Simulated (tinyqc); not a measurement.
Two-band k.p model of the X valleys of a zinc-blende crystal, step by step. Values are carried at full precision from step to step, so a last printed digit may differ when a step is redone from the rounded ones.

With x = D/D0: for x < 1 the minima lie at k_m = sqrt(ml D0 (1 - x^2)/(4 c)), the hump at X has the height dE = (D0/4)(1 - x)^2 and the mass at the minimum is ml/(1 - x^2); the mass at X is ml/(1 - 1/x), negative for x < 1. For x > 1 the minimum is at X.

Constants: hbar^2/2m0 = 3.80998211 eV angstrom^2; kB = 8.617333262e-05 eV/K.

Parameters, chosen for this exercise (of the order of those of cubic SiC; shifted at random, so the results belong to these values and not to a real crystal):
- D = 3.158 eV (splitting of the two conduction levels at X)
- D0 = 1.082 eV (coupling energy)
- ml = 0.404 m0 (mass along the axis from remote bands)
- k = 0.134 1/angstrom (wave vector from X)
- kmax = 0.12 1/angstrom (end of the path)
- mt = 0.256 m0 (transverse mass)
- T = 77 K (temperature)

## Shape of the lower band

Give x, k_m, dE and both masses.

x = 2.9187
k_m = 0.00000 1/angstrom
dE = 0.000 meV
mass at the minimum = 0.615 m0
mass at X = 0.615 m0

The splitting wins, so the minimum stays at X, with a mass raised by a factor of 1.52 through the repulsion from the upper band.

## The matrix at one k

k along the valley axis, counted from X, c = hbar^2/2m0, e = c k^2/ml. H = [[e - D/2, i P k], [-i P k, e + D/2]] with P^2 = D0 c/ml, so E = e -/+ sqrt(D^2/4 + D0 e). For D = 0 (diamond lattice) the bands cross at X.

Give P, the matrix, its levels and the weight of the lower X state in the lower band.

P = 3.1944 eV angstrom

H (eV):
```
[[-1.4097, 0.4280i],
 [-0.4280i, 1.7483]]
```

levels (eV): [-1.4667, 1.8053]

weight = 0.9826

## Dispersion along the axis

Nine points; energies of the lower band from its minimum, against a parabola about the minimum with the mass there.

Results:
```
k (1/angstrom)  lower band (meV)  parabola (meV)  gap to the upper band (eV)
0.0000                      0.00            0.00                      3.1580
0.0150                      1.40            1.39                      3.1595
0.0300                      5.58            5.58                      3.1638
0.0450                     12.57           12.55                      3.1711
0.0600                     22.36           22.32                      3.1812
0.0750                     34.98           34.87                      3.1941
0.0900                     50.43           50.22                      3.2099
0.1050                     68.74           68.35                      3.2285
0.1200                     89.94           89.27                      3.2497
```

At kmax the band lies at 89.9 meV and the parabola at 89.3 meV: far from X the curvature returns to 1/ml, so the band is steeper than the parabola of the minimum.

## Thermal masses

Thermal masses along the axis for one X point, lower band, E from the minimum, on 1601 points from -0.8 to 0.8 1/angstrom: density-of-states mass m_d = c I^2/(pi kT), I = integral of exp(-E/kT) dk; conductivity mass m_c = 2 c kT/<(dE/dk)^2> with central differences.

Give m_d, m_c and Nc = 3 x 2 (kT/(4 pi c))^(3/2) mt sqrt(m_d) for three X points; 1 angstrom^-3 = 1e24 cm^-3.

m_d = 0.614 m0
m_c = 0.614 m0
Nc = 1.964e+18 cm^-3

The edge mass is 0.615, and at this temperature the thermal masses hardly differ from it.

## Checks

- Thermal masses without coupling against ml: both 0.4040.

tinyqc: `OMP_NUM_THREADS=1 python tinyqc.py 1850851 1850852 out.jsonl`; about 0.01 s, one thread, shared Intel(R) Xeon(R) Processor @ 2.30GHz.
